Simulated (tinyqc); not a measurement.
Against the doping: grain-boundary trapping model (Seto) of a polycrystalline semiconductor film. Computed by tinyqc, a small Python program. Command: `OMP_NUM_THREADS=1 python tinyqc.py 3030399 3030400 out.jsonl poly walk`. One thread of a shared host (Intel(R) Xeon(R) Processor @ 2.30GHz), about 0.01 s of CPU time with the checks.

Grains of equal size L are joined by thin boundaries with one trap level. Trapped carriers deplete a width W on each side and raise a barrier, crossed by thermionic emission. Dopants are fully ionised, statistics are non-degenerate and mu_g does not depend on T.

Inputs (values chosen for the exercise, modelled on polycrystalline germanium):

| quantity | value | unit |
|---|---|---|
| permittivity eps | 16 | - |
| effective mass m | 0.19 | m_0 |
| effective density of states at 300 K, N_c | 6.1e+18 | 1/cm^3 |
| grain size L | 200 | nm |
| trap density Q_t | 2.8e+12 | 1/cm^2 |
| trap level E_t below the band edge | 0.21 | eV |
| mobility inside the grains mu_g | 450 | cm^2/(V s) |
| temperature T | 300 | K |

Grain interior: resistance included.

Constants: e = 1.602176634e-19 C; eps_0 = 8.8541878128e-12 F/m; k_B = 8.617333262e-05 eV/K; m_0 = 9.1093837015e-31 kg; k_B = 1.380649e-23 J/K.

Method:
- If all traps fill, the grain is just depleted at N* = Q_t/L, with the barrier e Q_t L/(8 eps eps_0).
- N_c(T) = N_c (T/300 K)^(3/2). Filled traps Q = Q_t/(1 + (1/2) exp((E_t* - E_F)/k_B T)), where E_t* = e V_B - E_t and E_F are counted from the band edge at the grain centre. Partial depletion: Q = 2 N W, V_B = e N W^2/(2 eps eps_0), E_F = k_B T ln(N/N_c); solve for W. If that W would exceed L/2 the grain is fully depleted: W = L/2, Q = N L, and E_F follows from the trap equation. Centre density n_0 = N_c exp(E_F/k_B T).
- Boundary: sigma_b = L e^2 n_0 exp(-e V_B/k_B T)/sqrt(2 pi m k_B T); drift through the grain, depleted parts included: rho_g = [(1 - 2W/L) + (2W/L) int_0^1 exp(y^2 s^2) ds]/(e n_0 mu_g); rho = 1/sigma_b + rho_g. Mean carrier density n_av = n_0 [(1 - 2W/L) + (2W/L) (sqrt(pi)/2) erf(y)/y], y = sqrt(e V_B/k_B T); effective mobility 1/(e n_av rho).

N* = 1.40e+17 1/cm^3

The same film:

| N (1/cm^3) | W (nm) | V_B (V) | mean density (1/cm^3) | mobility (cm^2/(V s)) | rho (ohm cm) |
|---|---|---|---|---|---|
| 4.20e+15 | 100.00 | 0.02375 | 5.3464e+13 | 357.83 | 3.2625e+02 |
| 1.40e+16 | 100.00 | 0.07917 | 1.0736e+15 | 140.59 | 4.1352e+01 |
| 3.50e+16 | 81.02 | 0.12993 | 1.7835e+16 | 30.73 | 1.1389e+01 |
| 7.00e+16 | 58.46 | 0.13528 | 4.4912e+16 | 23.31 | 5.9611e+00 |
| 1.10e+17 | 47.08 | 0.13788 | 7.8063e+16 | 20.78 | 3.8470e+00 |
| 1.70e+17 | 38.06 | 0.13928 | 1.2997e+17 | 19.59 | 2.4518e+00 |
| 2.80e+17 | 29.59 | 0.13866 | 2.2881e+17 | 19.99 | 1.3649e+00 |
| 5.60e+17 | 20.19 | 0.12909 | 4.9170e+17 | 28.24 | 4.4944e-01 |
| 1.40e+18 | 9.87 | 0.07718 | 1.3316e+18 | 148.77 | 3.1505e-02 |
| 5.60e+18 | 2.50 | 0.01978 | 5.5712e+18 | 373.61 | 2.9986e-03 |

The barrier peaks among these rows at N = 1.7e17 (0.139 V) and the mobility has its minimum at 1.7e17; N* is 1.4e17. While the grain is fully depleted (W = L/2) V_B grows as N; once all traps are filled it falls as 1/N (last exponent -0.98). From 3.5e16 to 5.6e17 it is pinned, because the trap level has met E_F and the traps fill only in part. Partly depleted rows (W < L/2) with e V_B below 2 k_B T stretch the depletion approximation. Where N approaches N_c the non-degenerate statistics fail. rho drops most steeply, as N^-2.9, between 5.6e17 and 1.4e18.

Extremes, crossings and ranges named in words are read from the listed rows.
